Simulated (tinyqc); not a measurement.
From results back to parameters: valley splitting in a one-orbital chain of atomic planes (second-neighbour model). Three cases, with inputs chosen for the exercise.

Problem. For E(phi) = e0 + 2 v cos(phi) + 2 u cos(2 phi) with u, v > 0 and planes a/4 apart, the heights of the band at phi = 0 and phi = pi above its minimum were computed from hidden u and v; c = hbar^2/2m0.

Constants: hbar^2/2m0 = 3.80998211 eV angstrom^2.

Find: u, v; phi0; mass at the minimum.

Method. E - Emin = 4u (cos(phi) + v/(4u))^2. The difference of the two heights is 4v, and for v < 4u the sum of their square roots is 4 sqrt(u). The mass is (2c)/((a/4)^2 (8u - v^2/(2u))).

Case 1.

Values chosen (out of a larger set: near those of the Delta valleys of silicon; abrupt walls in this chain split the valleys several times more than measured wells; not measured data): a = 5.44 angstrom (lattice constant; planes lie a/4 apart).

E(0) - Emin = 3.641483 eV
E(pi) - Emin = 1.509483 eV

Solution.

u, v (eV): 0.615  0.533

phi0 = 1.7892 rad
mass at the minimum = 0.879 m0

Case 2.

Values chosen (out of a larger set: near those of the Delta valleys of silicon; abrupt walls in this chain split the valleys several times more than measured wells; not measured data): a = 5.441 angstrom (lattice constant; planes lie a/4 apart).

E(0) - Emin = 4.308771 eV
E(pi) - Emin = 1.224771 eV

Solution.

u, v (eV): 0.633  0.771

phi0 = 1.8802 rad
mass at the minimum = 0.896 m0

Case 3.

Values chosen (out of a larger set: near those of the Delta valleys of silicon; abrupt walls in this chain split the valleys several times more than measured wells; not measured data): a = 5.441 angstrom (lattice constant; planes lie a/4 apart).

E(0) - Emin = 3.672180 eV
E(pi) - Emin = 1.212180 eV

Solution.

u, v (eV): 0.569  0.615

phi0 = 1.8444 rad
mass at the minimum = 0.976 m0

Computed by tinyqc, one run a case: `OMP_NUM_THREADS=1 python tinyqc.py N N+1 out.jsonl` with N = 1481934, 1481997, 1482014; one thread of a shared Intel(R) Xeon(R) Processor @ 2.30GHz, about 0.01 s a run at most.
